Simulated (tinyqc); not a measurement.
Bond unit of a tetrahedral oxide and its oxygen vacancy in tight binding: sweeps and comparisons. A value that a table varies takes the place of the one given here.

Two sp3 hybrids h1, h2 at eh = (es + 3 ep)/4 point at one oxygen with orbitals s, px, py, pz; x joins the two cations, z bisects the angle phi, and th = (180 - phi)/2. With u = hbar^2/(m d^2) = 2c/d^2, c = hbar^2/2m0: Vhs = -(1.32 + sqrt3 x 1.42) u/2 and Vhp = (1.42 + sqrt3 x 2.22) u/2. <h|s> = Vhs for both; <h1|px> = Vhp cos(th), <h2|px> = -Vhp cos(th); <h|pz> = Vhp sin(th) for both; py is a lone pair. The unit holds 8 electrons. Coupling between units, which widens the levels into bands, is left out.

Without the oxygen the two hybrids face each other at distance R and couple by -V2, V2 = 3.22 x 2c/R^2, c = hbar^2/2m0: a bond at eh - V2 with two electrons and an antibond at eh + V2. Levels are measured from eop, the lone-pair level that stands for the top of the valence band.

Constants: hbar^2/2m0 = 3.80998211 eV angstrom^2.

Parameters, chosen for this exercise (near tabulated values for SiO2; shifted at random, so the results belong to these values and not to a real crystal):
- es = -14.73 eV (s level of the cation)
- ep = -7.53 eV (p level of the cation)
- eos = -33.56 eV (s level of oxygen)
- eop = -16.83 eV (p level of oxygen)
- d = 1.61 angstrom (cation-oxygen distance)
- phi = 140 degrees (bond angle at oxygen)
- R = 2.85 angstrom (cation-cation distance across the vacancy)

## Bond angle at oxygen

phi is varied at fixed d. Levels above eop; cation-cation distance 2 d cos(th); band energy is twice the sum of the four filled levels, relative to phi = 180; excess on O is the number of electrons on oxygen less 6.

Against phi:
```
phi (deg)  distance (angstrom)  level 2  level 3  level 5  level 6  excess on O  band energy (eV)
110                      2.638   -5.968   -2.699   12.700   13.468        0.906            -2.049
120                      2.789   -6.443   -2.156   12.112   13.943        0.932            -1.824
130                      2.918   -6.854   -1.620   11.538   14.354        0.969            -1.497
140                      3.026   -7.197   -1.115   11.000   14.697        1.015            -1.106
150                      3.110   -7.467   -0.668   10.527   14.967        1.065            -0.700
160                      3.171   -7.662   -0.312   10.152   15.162        1.114            -0.341
170                      3.208   -7.780   -0.081    9.909   15.280        1.150            -0.090
180                      3.220   -7.819    0.000    9.824   15.319        1.163             0.000
```

What does this show, and why?

Bending moves coupling from px to pz: level 2 rises from -7.82 to -5.97 eV and level 3 falls from 0.00 to -2.70 eV between 180 and 110 degrees. The lowest empty level is lowest at 180 degrees (9.82 eV) and highest at 110 (12.70 eV), so a spread of angles in a glass smears the conduction edge. The band energy is lowest at 110 degrees of those listed (-2.05 eV); the repulsion of the cations, not included, opposes bending.

## The vacancy as the cations move

R is varied; eh = (es + 3 ep)/4. The last two columns are the band energies of the bond with two electrons, -2 V2, and with one, -V2.

Against R (eV):
```
R (angstrom)     V2  bond level  antibond level  two electrons  one electron
2.20          5.069       2.431          12.569        -10.139        -5.069
2.35          4.443       3.057          11.943         -8.886        -4.443
2.50          3.926       3.574          11.426         -7.852        -3.926
2.70          3.366       4.134          10.866         -6.731        -3.366
3.00          2.726       4.774          10.226         -5.453        -2.726
3.30          2.253       5.247           9.753         -4.506        -2.253
3.70          1.792       5.708           9.292         -3.585        -1.792
4.20          1.391       6.109           8.891         -2.782        -1.391
```

What does this show, and why?

The bond level rises from 2.43 eV at 2.2 to 6.11 eV at 4.2 angstrom, towards the lone hybrid at 7.50 eV. Taking one electron away halves the pull between the cations (at 2.5 angstrom from 6.28 to 3.14 eV/angstrom), so the positive vacancy relaxes outward and its level moves up: capture and release of a hole take place at different energies.

## What each value does

Spacing from the highest filled to the lowest empty level, excess electrons on oxygen (their number less 6), and the vacancy bond level eh - V2 - eop, V2 = 3.22 x 2c/R^2. Each row changes one parameter from the base and keeps the others.

Results:
```
case               spacing (eV)  excess on O  vacancy level (eV)
base                    10.9997       1.0147              4.4792
es = -14.23 eV          11.1043       1.0236              4.6042
ep = -7.03 eV           11.3143       1.0411              4.8542
eos = -31.56 eV         11.1431       1.0022              4.4792
eop = -16.33 eV         10.5500       0.9807              3.9792
d = 1.65 angstrom       10.7227       1.0458              4.4792
phi = 132 degrees       11.4264       0.9777              4.4792
R = 3 angstrom          10.9997       1.0147              4.7737
```

How do the results move?

The largest shifts from the base row, up to three for each result and ties (the steps differ in size, so this ranks the rows, not the parameters). spacing (eV): eop -0.4497, phi +0.4267, ep +0.3146; unchanged at the printed digits by R. excess on O: phi -0.0370, eop -0.0340, d +0.0311; unchanged at the printed digits by R. vacancy level (eV): eop -0.5000, ep +0.3750, R +0.2945; unchanged at the printed digits by eos, d and phi.

tinyqc: `OMP_NUM_THREADS=1 python tinyqc.py 1451165 1451166 out.jsonl`; about 0.01 s, one thread, shared Intel(R) Xeon(R) Processor @ 2.30GHz.
